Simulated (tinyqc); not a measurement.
# Signal and retention of a DRAM cell: two studies

A stored one starts at Vd and leaks: Cs dV/dt = -I(V), I = a sqrt((V + Vb)/(Vd + Vb)) + b, with a = Ig exp[-(Eg1 q/kB)(1/T - 1/T0)] (generation in a depletion layer) and b = Is exp[-(Es q/kB)(1/T - 1/T0)]. The bit line is precharged to Vd/2, and charge sharing gives the signal (V - Vd/2) Cs/(Cs + Cb).

Inputs (values chosen for the exercise): array voltage Vd = 1.1 V; cell capacitance Cs = 16 fF; bit-line capacitance Cb = 95 fF; smallest signal that the sense amplifier resolves dm = 57 mV; built-in plus back-bias voltage of the storage junction Vb = 1.66 V; junction leakage at V = Vd and T0 Ig = 2.7 fA; voltage-independent leakage at T0 Is = 1.4 fA; activation energy of Is Es = 0.32 eV; reference temperature T0 = 358 K; temperature T = 358 K; deviation of ln(retention time) over the cells sg = 0.83; cells Nc = 8.59e9; refresh interval tr = 64 ms; activation energy of Ig Eg1 = 0.59 eV.

Constants: q = 1.602176634e-19 C, kB = 1.380649e-23 J/K. Results are converted to the units shown.

Each table varies one quantity; the others keep the values above.

## Effect of the cell capacitance

The cell fails below Vc = Vd/2 + dm (Cs + Cb)/Cs. With s = sqrt((Vc + Vb)/(Vd + Vb)), the time from Vd to Vc is t = [2 Cs (Vd + Vb)/a] [1 - s - (b/a) ln((a + b)/(a s + b))]. This time is the median of a log-normal spread: failing cells = Nc erfc(z/sqrt 2)/2, z = ln(t/tr)/sg.

Effect of the cell capacitance:

| Cs (fF) | Vc (V) | retention time (s) | failing cells |
|---|---|---|---|
| 12 | 1.058 | 0.1225 | 1.864e9 |
| 16 | 0.9454 | 0.6089 | 2.854e7 |
| 20 | 0.8778 | 1.099 | 2.635e6 |
| 24 | 0.8326 | 1.591 | 4.647e5 |
| 28 | 0.8004 | 2.084 | 1.163e5 |
| 32 | 0.7762 | 2.578 | 3.637e4 |

What does the comparison show, and why?

The retention time rises from 0.123 to 2.58 s, as Cs^(5.57) between the first two rows and Cs^(1.59) between the last two: faster than Cs, because the margin Vd - Vc grows too. It vanishes at Cs = 11.0 fF, where even a fresh one gives only dm.

## Failing cells against the refresh interval

Same model as above.

Results:

| tr (ms) | z | failing cells |
|---|---|---|
| 16 | 4.3843 | 49970 |
| 32 | 3.5492 | 1.6595e6 |
| 64 | 2.7141 | 2.8543e7 |
| 256 | 1.0439 | 1.2737e9 |
| 512 | 0.20874 | 3.5848e9 |
| 1024 | -0.62637 | 6.3091e9 |
| 2048 | -1.4615 | 7.9720e9 |

Estimate the missing row, tr = 128 ms.

Computed row:

| tr (ms) | z | failing cells |
|---|---|---|
| 128 | 1.8790 | 2.5876e8 |

With this row back in the table: Doubling the interval lowers z by ln 2/sg = 0.835 and multiplies the count by 33.2 between the first two rows and by 1.26 between the last two. It is above 1 in every row.

Range of the model: Real arrays also hold a tail of unusually leaky cells and cells whose retention varies in time, which this model lacks.

Program tinyqc, `OMP_NUM_THREADS=1 python tinyqc.py 2130049 2130050 out.jsonl`; Intel Xeon 2.30GHz, shared host, one thread, about 0.01 s.
